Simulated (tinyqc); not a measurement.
Electroplating on a thin resistive seed layer: kinetics, Wagner number and the terminal effect across a wafer: one step, computed by the program tinyqc. Command: `OMP_NUM_THREADS=1 python tinyqc.py 3120267 3120268 out.jsonl terminal walk`. One thread of a shared host (Intel(R) Xeon(R) Processor @ 2.30GHz), about 0.02 s of CPU time with the checks.

Current enters the seed at the rim. The bath is treated as a local resistance per area (no lateral flow in the liquid), two electrons per ion, molar volume 7.11 cm^3/mol, Faraday constant F = e N_A, kinematic viscosity 0.01 cm^2/s, omega = 2 pi x rpm/60; k_B T/e is in volts.

Question. Linear estimate of the terminal effect. Linearised: with R_t = kinetic + bath resistance the current density obeys (1/r)(r i')' = i R_s/R_t, so i = A I_0(r/l), l = sqrt(R_t/R_s); with x = R/l, edge/centre = I_0(x) and edge/mean = x I_0(x)/(2 I_1(x)). Voltage drop in the seed for a uniform current: i R_s R^2/4.

Inputs (values chosen for the exercise, of the order of those for copper plating on a thin cobalt or ruthenium seed): wafer radius R = 10 cm; mean current density = 15 mA/cm^2; temperature T = 298 K.

kinetic resistance = 2.411235 ohm cm^2

bath resistance R_b = 342.8571 ohm cm^2

sheet resistance R_s = 1.411765 ohm/square

Give: length l; x = R/l; edge over centre, linear; edge over mean, linear; drop for uniform current.

Answer.

length l = 15.639 cm

x = R/l = 0.63944

edge over centre, linear = 1.1049

edge over mean, linear = 1.0503

drop for uniform current = 529.41 mV

For small x edge/centre is 1 + x^2/4 = 1.102.
